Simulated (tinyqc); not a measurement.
Worked calculation: defect, radiative and Auger recombination at equal electron and hole densities (ABC model). Values are carried at full precision from step to step, so a last printed digit may differ when a step is redone from the rounded ones.

J/(e d) = Ae n + B n^2 + C n^3 with Ae = A + 4 S/w (four side walls, carriers spread evenly), e = 1.602176634e-19 C, lengths in cm; internal efficiency IQE = B n^2/(Ae n + B n^2 + C n^3); all injected carriers recombine in the layer.

Inputs chosen for the exercise (orders of magnitude like those quoted for GaAs; the results hold for these values, not for the real material): A = 23000000 1/s (defect rate); B = 1e-10 cm^3/s (radiative coefficient); C = 4.9e-30 cm^6/s (Auger coefficient); S = 0 cm/s (recombination velocity of the side walls); w = 6.8 micrometre (side of the square mesa); d = 180 nm (active thickness); J = 3000 A/cm^2 (current density); ex = 0.1 (extraction efficiency); Eph = 1.41 eV (photon energy).

## The efficiency peak

IQE peaks at n_p = sqrt(Ae/C); with Q = B/sqrt(Ae C), IQE_max = Q/(Q + 2).

Ae = 2.300e+07 1/s
n_p = 2.167e+18 1/cm^3
Q = 9.420
IQE_max = 0.825
J at the peak = 1.64e+03 A/cm^2

The side walls are taken as passivated.

## Carrier density at the given current

G = J/(e d). Newton steps from the smallest of G/Ae, sqrt(G/B) and (G/C)^(1/3); stop when the relative step is below 1e-9.

G = 1.040e+27 1/(cm^3 s)

Newton steps:

| step | n (1/cm^3) | rate/G | relative step |
|---|---|---|---|
| 1 | 3.2253e+18 | 1.22935 | -0.090 |
| 2 | 2.9347e+18 | 1.01185 | -0.0057 |
| 3 | 2.9179e+18 | 1.00004 | -1.9e-05 |
| 4 | 2.9179e+18 | 1.00000 | -2.0e-10 |

n = 2.918e+18 1/cm^3

The start is an upper bound and the function is convex, so the steps fall monotonically; 4 are needed.

## Shares, lifetimes and light

Shares of the three paths; lifetime n/G = 1/(Ae + B n + C n^2); differential lifetime 1/(Ae + 2 B n + 3 C n^2) and bandwidth 1/(2 pi tau_d); optical power density ex IQE J Eph/e.

shares: defect 0.0645, radiative 0.8185, Auger 0.1170

lifetime = 2.80 ns
differential lifetime = 1.37 ns
bandwidth = 116 MHz
optical power density = 346 W/cm^2

The radiative path is the largest; the device runs above its efficiency peak, where the defect and Auger shares are equal. At this density the bands are degenerate: B saturates and stimulated emission, left out, would clamp n in a laser cavity.

## Checks

- Density from Newton steps against bisection (1/cm^3): both 2.9179e+18.

Program tinyqc; command `OMP_NUM_THREADS=1 python tinyqc.py 1650920 1650921 out.jsonl`; about 0.01 s on one thread of a shared Intel(R) Xeon(R) Processor @ 2.30GHz.
